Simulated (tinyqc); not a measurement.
Transfer curve: field-effect mobility of a thin-film transistor with band-tail and deep states (multiple trapping). Computed by tinyqc, a small Python program. Command: `OMP_NUM_THREADS=1 python tinyqc.py 3004607 3004608 out.jsonl tft walk`. One thread of a shared host (Intel(R) Xeon(R) Processor @ 2.30GHz), about 0.08 s of CPU time with the checks.

A thick film in accumulation at small drain voltage. Only free electrons move; trapped ones still screen the gate. N_c and mu_0 are held fixed when T changes, leaving out the T^(3/2) growth of N_c. x = E_0 - psi is the distance of the Fermi level below the band edge.

Inputs (values chosen for the exercise, modelled on an amorphous In-Ga-Zn oxide):
```
quantity                                     value         unit
permittivity eps                              11.5            -
effective density of states N_c            4.7e+18       1/cm^3
band mobility mu_0                              17   cm^2/(V s)
tail density at the edge g_t               1.4e+19  1/(eV cm^3)
tail width E_t                                  39          meV
deep-state density g_d                     3.4e+15  1/(eV cm^3)
flat-band Fermi level below the edge, E_0     0.52           eV
equivalent oxide thickness t                   8.9           nm
temperature T                                  300            K
```

Deep states: included.

Constants: k_B = 8.617333262e-05 eV/K; e = 1.602176634e-19 C; eps_0 = 8.8541878128e-12 F/m.

Method:
- F_j(eta) = int_0^infinity x^j/(1 + exp(x - eta)) dx, without a gamma-function factor.
- Integrals over x = E/(k_B T) use 160 Gauss-Legendre points in u = sqrt(x) from 0 to sqrt(max(eta, 0) + 32).
- Free n(x) = N_c (2/sqrt(pi)) F_1/2(-x/k_B T), with F_1/2 from its two-term series in exp(-x/k_B T) for x >= 12 k_B T; tail n_t(x) = int_0^1.2eV g_t exp(-E/E_t)/(1 + exp((x - E)/k_B T)) dE, E counted down from the edge, 120 Gauss-Legendre points; deep charge g_d psi; space charge rho(psi) = n + n_t + g_d psi less its value at psi = 0.
- Poisson: F(psi) = sqrt((2 e/(eps eps_0)) int_0^psi rho dpsi'); V_G - V_FB = psi_s + eps F(psi_s) t/3.9; free sheet density N_f = int (n - n(E_0))/F dpsi; induced sheet density N_i = eps eps_0 F(psi_s)/e; trapezoid rule on 301 even points in psi, the first interval left out of N_f.
- mu_eff = mu_0 N_f/N_i; field-effect mobility mu_FE = mu_0 e (dN_f/dV_G)/C_ox and swing S = dV_G/dlog10(N_f), by a central difference of +/- 2 mV in psi_s; C_ox = 3.9 eps_0/t.

Against the band bending:
```
psi_s (V)  V_G - V_FB (V)  N_f (1/cm^2)  mu_eff (cm^2/(V s))  mu_FE (cm^2/(V s))  S (mV/decade)
0.18               0.1917    6.5323e+07           3.9206e-02          1.3346e-02           79.2
0.26               0.2799    8.3469e+08           2.9419e-01          1.6264e-01           83.0
0.32               0.3534    5.3718e+09           1.1279e+00          8.4613e-01          102.7
0.37               0.4289    2.2766e+10           2.7127e+00          2.5545e+00          144.1
0.42               0.5356    8.6376e+10           5.2449e+00          5.8439e+00          239.0
0.46               0.6699    2.3298e+11           7.7935e+00          9.2688e+00          406.4
0.49               0.8250    4.6726e+11           9.7924e+00          1.1714e+01          644.9
0.53               1.1507    1.0743e+12           1.2150e+01          1.4048e+01         1236.2
0.57               1.6457    2.1136e+12           1.3793e+01          1.5205e+01         2246.7
```

What follows from these numbers?

The steepest swing among the rows is 79 mV/decade. mu_eff climbs from 0.039 to 14, 81 % of mu_0 in the last row. Between rows 6 and 7 N_f scales as (V_G - V_FB - psi_s)^1.49; an exponential tail holding all the charge would give the larger of 1 and 2 E_t/k_B T - 1, here 2.02, and free charge alone 1; charge in deep states makes the exponent larger and lets it vary with V_G.
